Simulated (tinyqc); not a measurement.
From one set of inputs to another, one input at a time: leakage through a gate insulator: direct, Fowler-Nordheim, trap-assisted and Poole-Frenkel currents. Computed by tinyqc, a small Python program. Command: `OMP_NUM_THREADS=1 python tinyqc.py 3021964 3021965 out.jsonl oxideleak ladder`. One thread of a shared host (Intel(R) Xeon(R) Processor @ 2.30GHz), about 0.02 s of CPU time with the checks.

Electrons enter from the cathode Fermi level at x = 0; the conduction band of the insulator lies phi_b - e F x above it, F = V/t. WKB exponents use a parabolic band with mass m.

The inputs printed are set A. Inputs not listed in the table keep their values of set A, so the rows need not describe a real material.

Inputs (values chosen for the exercise, with an insulator like Al2O3):

| quantity | value | unit |
|---|---|---|
| thickness t | 8.1 | nm |
| barrier phi_b | 2.12 | eV |
| tunnelling mass m | 0.34 | m_0 |
| static constant eps_ox | 8.96 | - |
| voltage across the insulator V | 2.3 | V |
| trap depth phi_t | 1.5 | eV |
| trap density N_t | 1.5e+18 | cm^-3 |
| attempt rate nu_0 | 3e+13 | 1/s |
| activation of capture E_a | 0.18 | eV |
| temperature T | 450 | K |

Constants: hbar^2/(2 m_0) = 3.80998212 eV angstrom^2; e = 1.602176634e-19 C; hbar = 1.054571817e-34 J s; k_B = 8.617333262e-05 eV/K.

Method:
- For a level a distance phi(x) below the band, the WKB exponent is 2 int kappa dx with kappa = sqrt(m phi/(hbar^2/2m_0)); for a linear barrier from phi_1 down to phi_2 = max(phi_1 - e F d, 0) it is G = (4/3) sqrt(m/(hbar^2/2m_0)) (phi_1^(3/2) - phi_2^(3/2))/(e F).
- J_tun = e^3 F^2/(16 pi^2 hbar m phi_b) x exp(-G) / [1 - sqrt(phi_2/phi_b)]^2 with the free-electron mass in the cathode (m in m_0), phi_2 = max(phi_b - e V, 0): direct tunnelling for e V < phi_b, Fowler-Nordheim above. Image forces, back-flow and the limit on supply are left out, so J_tun is overstated below about 0.5 V.
- Equivalent oxide thickness = 3.9 t/eps_ox.
- A trap at depth x lies phi_t below the band. Capture: tunnel at the cathode Fermi level from 0 to x (G_in from phi_1 = phi_b), rate nu_0 exp(-G_in - E_c/k_B T) with E_c = E_a + max(phi_b - phi_t - e F x, 0), the last term being the height of the trap above the cathode Fermi level. Emission: tunnel from the trap level to the anode (G_out from phi_1 = phi_t over t - x), rate nu_0 exp(-G_out - E_a/k_B T). Re-emission to the cathode follows from detailed balance, rate_back = rate_in exp(dE/k_B T) with dE = phi_b - phi_t - e F x. Each trap passes R = rate_in rate_out/(rate_in + rate_back + rate_out) electrons per second; filling from the anode is left out.
- J_TAT = e N_t int_0^t R dx by the midpoint rule on 400 intervals; the most effective depth is the midpoint with the largest R, rounded to 0.01 nm.
- J = J_tun + J_TAT (the Poole-Frenkel bound is not added); the ratio J/J_tun is the excess that stress-made traps add.

Each row keeps all changes above it:

| input moved | from | to | tunnelling current J_tun (A/cm^2) | trap-assisted current J_TAT (A/cm^2) | total current J (A/cm^2) |
|---|---|---|---|---|---|
| set A | - | - | 2.7045e-12 | 6.0085e-08 | 6.0087e-08 |
| trap density N_t (cm^-3) | 1.5e+18 | 9.8e+18 | 2.7045e-12 | 3.9255e-07 | 3.9256e-07 |
| temperature T (K) | 450 | 250 | 2.7045e-12 | 9.5736e-09 | 9.5763e-09 |
| barrier phi_b (eV) | 2.12 | 2 | 1.0745e-10 | 1.4747e-08 | 1.4855e-08 |
| trap depth phi_t (eV) | 1.5 | 1.6 | 1.0745e-10 | 3.0544e-09 | 3.1618e-09 |
| thickness t (nm) | 8.1 | 8.2 | 6.4240e-11 | 2.2117e-09 | 2.2759e-09 |
| activation of capture E_a (eV) | 0.18 | 0.29 | 6.4240e-11 | 1.3404e-11 | 7.7644e-11 |
| voltage across the insulator V (V) | 2.3 | 5.4 | 3.6556e+00 | 3.8186e-05 | 3.6557e+00 |

Tunnelling current J_tun goes from 2.70e-12 to 3.66, a factor 1.35e12 in all. The largest single move comes from voltage across the insulator V (a factor 5.69e10). Trap-assisted current J_TAT goes from 6.01e-8 to 3.82e-5, a factor 636 in all. The largest single move comes from voltage across the insulator V (a factor 2.85e6), and activation of capture E_a works against it (a factor 0.00606). Total current J goes from 6.01e-8 to 3.66, a factor 6.08e7 in all. The largest single move comes from voltage across the insulator V (a factor 4.71e10), and temperature T works against it (a factor 0.0244). The single moves hold for this order of the switches; the total does not depend on the order.

Extremes, crossings and ranges named in words are read from the listed rows.
